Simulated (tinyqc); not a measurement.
# Segment and feed resistance from two drops

Question. A rail is fed at one end through Rq; K loads of Ij follow, each after a segment Rs. The drop at load j is K Ij Rq + Rs Ij sum_(l=1..j) (K - l + 1). Find Rs, Rq and the worst drop, at the middle, if the rail were fed through Rq at both ends: K Ij Rq/2 + Rs Ij K^2/8 with the load taken as continuous.

Inputs (values chosen for the exercise):
```
symbol,value,unit,meaning
K,21,,number of equal loads
Ij,0.34,mA,current of each load
```

drops at the first and at the last load (mV): [1.7136000, 10.281600]

Answer. The difference of the two drops is Rs Ij K (K - 1)/2, which gives Rs; the first drop then gives Rq.

Rs = 0.120 ohm
Rq = 0.120 ohm
drop at the middle with two feeds = 2.68 mV

Computed by the program tinyqc: `OMP_NUM_THREADS=1 python tinyqc.py 2770149 2770150 out.jsonl`, one thread of a shared Intel Xeon 2.30GHz, about 0.3 s for the whole run.
